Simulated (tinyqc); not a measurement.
From results back to parameters: band-to-band tunnelling across a p-n junction in a two-band chain.

Problem. In a uniform field T = exp(-B/F), B = (pi/4) sqrt(m/c) Eg^(3/2), c = hbar^2/2m0, 1 V/angstrom = 100 MV/cm. m is the band-edge mass, the same for both bands (twice the reduced mass). The ratio below comes from a hidden m.

Constants: hbar^2/2m0 = 3.80998211 eV angstrom^2.

Values chosen for the exercise (out of a larger set: gap and mass near those of InAs; not measured data):
- Eg = 0.344 eV (gap)
- F1 = 1.22 MV/cm (first field)
- F2 = 3.4 MV/cm (second field)

ln(T2/T1) = 0.677305

Find: B; m.

Solution. B is the logarithm over 1/F1 - 1/F2, and m = c (4B/pi)^2/Eg^3 with B in V/angstrom.

B = 1.289 MV/cm
m = 0.0252 m0

Run: tinyqc, `OMP_NUM_THREADS=1 python tinyqc.py 1450733 1450734 out.jsonl`; Intel(R) Xeon(R) Processor @ 2.30GHz, one thread, shared host; about 0.01 s of CPU time with all checks.
